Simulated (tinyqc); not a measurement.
Inside a calculation. Method: tight binding, honeycomb lattice. Computed by tinyqc, a small Python program that keeps every step. Settings: t1 = 1.66, t2 = 0.18, phi = 1.57, delta = 1.46, points = 6. Command: `OMP_NUM_THREADS=1 python tinyqc.py 22370 22371 out.jsonl` (the two numbers bound the seeds that draw the settings). One thread of a shared host (Intel(R) Xeon(R) Processor @ 2.60GHz), about 0.01 s of CPU time with the checks.

## Bloch Hamiltonian at k

Parameters chosen for this model:

| parameter | value | unit |
|---|---|---|
| t1 | 1.660000 | eV, nearest |
| t2 | 0.180000 | eV, second neighbours |
| phi | 1.570000 | rad, phase of t2 (Haldane) |
| delta | 1.460000 | eV, +/- on A and B |

k point k (fractions of the reciprocal vectors): -0.130000  -0.080000

H_AB = -t1 (1 + exp(-i k.a1) + exp(-i k.a2)); H_AA = delta - 2 t2 sum cos(k.b + phi), H_BB = -delta - 2 t2 sum cos(k.b - phi), b = a1, a2 - a1, -a2.

H(k) at k (eV):
```
                     A                    B
A             1.481529  -4.251017-2.009799i
B  -4.251017+2.009799i            -1.482969
```

## Levels at k

Diagonalise the Hermitian matrix.

eigenvalues (eV): -4.930984  4.929544

weights |c|^2 of the basis functions:
```
     band 1    band 2
A  0.349679  0.650321
B  0.650321  0.349679
```

## Bloch Hamiltonian at K

k point K (fractions of the reciprocal vectors): 0.333333  0.666667

As before.

H(k) at K (eV):
```
          A          B
A  2.395737   0.000000
B  0.000000  -2.394877
```

## Levels at K

As before.

eigenvalues (eV): -2.394877  2.395737

weights |c|^2 of the basis functions:
```
     band 1    band 2
A  0.000000  1.000000
B  1.000000  0.000000
```

## Bands along a path

The same steps at evenly spaced points between the labelled ones.

Bands along the path (eV):

| k | band 1 | band 2 |
|---|---|---|
| G | -5.190465 | 5.188745 |
| G-K 0.25 | -4.780058 | 4.778778 |
| G-K 0.50 | -3.763329 | 3.763042 |
| G-K 0.75 | -2.739786 | 2.740359 |
| K | -2.394877 | 2.395737 |
| K-M 0.25 | -2.428086 | 2.428897 |
| K-M 0.50 | -2.453452 | 2.454158 |
| K-M 0.75 | -2.393096 | 2.393707 |
| M | -2.210415 | 2.210988 |
| M-K' 0.25 | -1.894131 | 1.894742 |
| M-K' 0.50 | -1.448105 | 1.448811 |
| M-K' 0.75 | -0.906198 | 0.907009 |
| K' | -0.524263 | 0.525123 |

With 1 band(s) filled, the highest filled level on these points lies at K' and the lowest empty one at K': a gap of 1.0494 eV, direct.

## Chern number of the lower band

On a 6 x 6 mesh, the phase of the product of overlaps around each plaquette (k1 then k2); the sum over 2 pi is an integer.

plaquette phases (rad):
```
           1          2          3          4          5          6
1   0.000000  -0.032758  -0.123865  -0.047963   0.068207   0.032698
2   0.026735  -0.031108  -0.129464  -0.198903   0.000000   0.068207
3   0.060021   0.029265  -0.133608  -0.252464  -0.198903  -0.047963
4  -0.090790   0.538830   0.417283  -0.133608  -0.129464  -0.123865
5  -0.029550   0.000000   0.538830   0.029265  -0.031108  -0.032758
6  -0.007613  -0.029550  -0.090790   0.060021   0.026735   0.000000
```

Chern number = 0.000000
